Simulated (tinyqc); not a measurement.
Gas flow in a process chamber: flow regimes, conductance, effective pumping speed, pump-down, outgassing and purge: one step, computed by the program tinyqc. Command: `OMP_NUM_THREADS=1 python tinyqc.py 3120252 3120253 out.jsonl pump walk`. One thread of a shared host (Intel(R) Xeon(R) Processor @ 2.30GHz), about 0.09 s of CPU time with the checks.

Ideal gas, isothermal flow, a pump of constant speed at the end of a round pipe; process gas, volume gas and outgassing are given the same properties. 1 sccm = 101325 Pa x 1e-6 m^3/60 s x T/273.15 K.

Problem. Purging a well-mixed chamber. With steady flow a contaminant decays as exp(-t/residence time); gas used = flow x time.

Inputs (values chosen for the exercise, modelled on hydrogen near room temperature): temperature T = 350 K; process gas flow = 160 sccm.

residence time = 0.3588868 s

Give: time to dilute 1e3 times; time to dilute 1e6 times; gas used for 1e6.

Solution.

time to dilute 1e3 times = 2.479 s

time to dilute 1e6 times = 4.958 s

gas used for 1e6 = 13.22 standard cm^3
